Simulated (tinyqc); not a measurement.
Raising U: Hubbard ring of 5 sites, mean field against exact. Computed by the program tinyqc. 

one-body matrix (hopping and site energies) (eV):
```
         1        2        3        4        5
1   0.0000  -0.7400   0.0000   0.0000  -0.7400
2  -0.7400   0.0000  -0.7400   0.0000   0.0000
3   0.0000  -0.7400   0.0000  -0.7400   0.0000
4   0.0000   0.0000  -0.7400   0.0000  -0.7400
5  -0.7400   0.0000   0.0000  -0.7400   0.0000
```

electrons, up and down: 3  2

Collinear unrestricted mean field (the lowest of 40 random starts) against exact diagonalisation.

Exact and mean-field results (eV):
```
U          U/t   E exact  E mean field  mean |n_up - n_down|  double occupancy, exact  first gap in the sector
0.370    0.500  -3.90496      -3.89075                 0.200                    0.221                    0.000
0.740    1.000  -3.51318      -3.45541                 0.220                    0.202                    0.000
1.480    2.000  -2.84161      -2.61381                 0.335                    0.161                    0.000
2.220    3.000  -2.31836      -1.90514                 0.611                    0.123                    0.000
2.960    4.000  -1.92406      -1.45439                 0.787                    0.092                    0.000
4.440    6.000  -1.40443      -0.97949                 0.909                    0.053                    0.000
5.920    8.000  -1.09319      -0.73703                 0.949                    0.033                    0.000
8.880   12.000  -0.75019      -0.49247                 0.978                    0.016                    0.000
14.800  20.000  -0.45726      -0.29581                 0.992                    0.006                    0.000
```

In absolute terms mean field is worst at U/t = 4.0, 0.470 eV too high: at small U it is nearly exact, and at large U it misses only exchange-scale energies. Relative to the exact energy its error is 0.4 % at the smallest U, 35 % at most and 35 % at the largest. The double occupancy falls from 0.221 to 0.006; the lowest level is degenerate at every U, so the first gap stays zero.
